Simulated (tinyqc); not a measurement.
Three ways to the same curve: density of states of one tight-binding band on the triangular lattice.

E(k) = -2 t (cos 2 pi k1 + cos 2 pi k2 + cos 2 pi (k1 + k2)); k in fractions of the reciprocal vectors, mesh k_i = j/N with j = 0 .. N-1. Densities are per cell and per spin, so the band holds one state.

Each cell of the mesh is cut along (i+1, j)-(i, j+1) into two triangles. For corner energies e1 <= e2 <= e3 and eij = ei - ej, the share of the triangle below E is n = (E - e1)^2/(e21 e31) for e1 < E < e2 and n = 1 - (e3 - E)^2/(e31 e32) for e2 < E < e3; its density of states is g = dn/dE.

Gaussian broadening: g(E) = mean over the mesh of exp(-(E - E_k)^2/(2 sigma^2))/(sigma sqrt(2 pi)), n(E) = mean of erfc((E_k - E)/(sigma sqrt 2))/2.

Parameters, chosen for this exercise: t = 0.32 eV (nearest hopping); N2 = 12 (mesh points along each axis in this comparison); sigma = 0.096 eV (Gaussian width).

N = N2 here; the reference is the linear method with N = 240.

g(E) (1/eV):

| E (eV) | reference | linear triangles | Gaussian, sigma | Gaussian, sigma/4 | reference n(E) |
|---|---|---|---|---|---|
| -1.657 | 0.154 | 0.144 | 0.121 | 0.000 | 0.039 |
| -1.396 | 0.167 | 0.176 | 0.247 | 0.277 | 0.081 |
| -1.134 | 0.182 | 0.183 | 0.065 | 0.000 | 0.127 |
| -0.610 | 0.227 | 0.232 | 0.175 | 0.317 | 0.233 |
| -0.348 | 0.261 | 0.258 | 0.340 | 0.351 | 0.297 |
| -0.087 | 0.311 | 0.325 | 0.232 | 0.001 | 0.371 |
| 0.175 | 0.393 | 0.383 | 0.431 | 0.066 | 0.462 |
| 0.437 | 0.573 | 0.622 | 0.468 | 0.293 | 0.585 |
| 0.699 | 0.923 | 0.960 | 0.977 | 0.186 | 0.818 |

Give the missing row, E (eV) = -0.872.

Computed row:
```
E (eV)  reference  linear triangles  Gaussian, sigma  Gaussian, sigma/4  reference n(E)
-0.872      0.202             0.206            0.356              1.379           0.177
```

Root-mean-square errors against the reference: 0.0208 for linear triangles, 0.0869 for sigma and 0.4791 for sigma/4. The narrow Gaussian is worse than the wide one, because it resolves the separate mesh levels. The reference is highest at 0.699 eV of the energies listed, and half filling lies between 0.175 and 0.437 eV.

Computed by tinyqc, a small Python program: `OMP_NUM_THREADS=1 python tinyqc.py 1652761 1652762 out.jsonl` (the numbers bound the seed that draws the inputs); one thread of a shared host (Intel(R) Xeon(R) Processor @ 2.30GHz), about 0.08 s for the whole set of steps.
